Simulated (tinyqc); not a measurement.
MOS inversion layer, Poisson-Schroedinger loop: two steps of the calculation.

Electrons confined at an insulator interface at z = 0, treated as a hard wall; parabolic valleys, Hartree approximation, no image or exchange terms. The depletion charge lies far deeper than the electrons and gives a uniform field q Nd/(eps0 eps_r); the gate balances all charge. Energies are counted from the band edge at the interface.

Parameters, values chosen for the exercise; masses and permittivity close to those of silicon (100):
```
symbol,value,unit,meaning
eps_r,11.6,,relative permittivity
mz1,0.902,m0,mass along z of valley set A (2 valley(s))
mz2,0.191,m0,mass along z of valley set B (4 valley(s))
Ns,1.2e12,cm^-2,sheet density of electrons
Nd,2.2e11,cm^-2,sheet density of depletion charge
dE,0,eV,extra shift of set B (strain)
hz,1.4,nm,mesh step
```

Constants: q = 1.602176634e-19 C, hbar = 1.054571817e-34 J s, m0 = 9.1093837015e-31 kg, eps0 = 8.8541878128e-14 F/cm where lengths are in cm, hbar^2/(2 m0) = 0.0380998212 eV nm^2. Results are converted to the units shown.

Question 1. Levels and probability densities. Tridiagonal Hamiltonian with psi = 0 one step beyond both ends: H_ii = C (1/m_(i-1/2) + 1/m_(i+1/2))/hz^2 + V0_i + U_i (+ dE for the set B), H_(i,i+1) = -C/(m_(i+1/2) hz^2), C = hbar^2/(2 m0). The lowest 2 level(s) of each valley set are kept, normalised to hz sum |psi|^2 = 1. The mass is the same on all intervals.

```
node,fixed potential V0 (eV),U after round 1 (eV)
1,0.004804569,0.013103369
2,0.009609137,0.025092583
3,0.014413706,0.034911961
4,0.019218274,0.042519429
5,0.024022843,0.048138333
6,0.028827411,0.052167621
7,0.033631980,0.055043335
8,0.038436548,0.057059025
9,0.043241117,0.058395718
10,0.048045685,0.059210794
11,0.052850254,0.059662308
12,0.057654822,0.059889093
13,0.062459391,0.059992606
14,0.067263959,0.060035656
15,0.072068528,0.060051974
16,0.076873096,0.060057572
17,0.081677665,0.060059265
18,0.086482233,0.060059682
19,0.091286802,0.060059745
```

Wanted: levels; |psi|^2 of A1; |psi|^2 of A2; |psi|^2 of B1; |psi|^2 of B2.

Answer 1.

levels (eV): A1 0.0421, A2 0.0678, B1 0.0680, B2 0.1034

```
node,|psi|^2 of A1 (1/nm),|psi|^2 of A2 (1/nm),|psi|^2 of B1 (1/nm),|psi|^2 of B2 (1/nm)
1,0.3566,0.1878,0.0835,0.0515
2,0.2736,0.0185,0.1896,0.0692
3,0.0721,0.2467,0.1930,0.0148
4,0.0108,0.1866,0.1314,0.0071
5,0.0011,0.0605,0.0692,0.0655
6,0.0001,0.0121,0.0304,0.1217
7,0.0000,0.0017,0.0116,0.1332
8,0.0000,0.0002,0.0040,0.1077
9,0.0000,0.0000,0.0012,0.0707
10,0.0000,0.0000,0.0004,0.0396
11,0.0000,0.0000,0.0001,0.0195
12,0.0000,0.0000,0.0000,0.0086
13,0.0000,0.0000,0.0000,0.0034
14,0.0000,0.0000,0.0000,0.0012
15,0.0000,0.0000,0.0000,0.0004
16,0.0000,0.0000,0.0000,0.0001
17,0.0000,0.0000,0.0000,0.0000
18,0.0000,0.0000,0.0000,0.0000
19,0.0000,0.0000,0.0000,0.0000
```

Question 2. Closed-form estimates. Triangular well: E_k = a_k (C F^2/mz)^(1/3), a_1 = 2.338107, a_2 = 4.087949, C = hbar^2/(2 m0), F in eV/nm. Fang-Howard (all electrons in the lowest level of set A): b^3 = 6 (mz1/C) q (Nd + 11 Ns/32)/(eps0 eps_r), centroid 3/b, level C b^2/(4 mz1) + (3/b) q (Nd + 11 Ns/16)/(eps0 eps_r). Use F = q (Nd + Ns)/(eps0 eps_r), the surface field, and F = q (Nd + Ns/2)/(eps0 eps_r).

Find: A1 with the surface field; A1 with Nd + Ns/2; A2 with Nd + Ns/2; b; Fang-Howard centroid; Fang-Howard level.

Answer 2.

A1 with the surface field = 0.064224 eV
A1 with Nd + Ns/2 = 0.044536 eV
A2 with Nd + Ns/2 = 0.077867 eV
b = 1.1191 1/nm
Fang-Howard centroid = 2.6807 nm
Fang-Howard level = 0.056924 eV

tinyqc, about 1 s, one thread, Intel Xeon 2.30GHz (shared host): `OMP_NUM_THREADS=1 python tinyqc.py 2160143 2160144 out.jsonl`
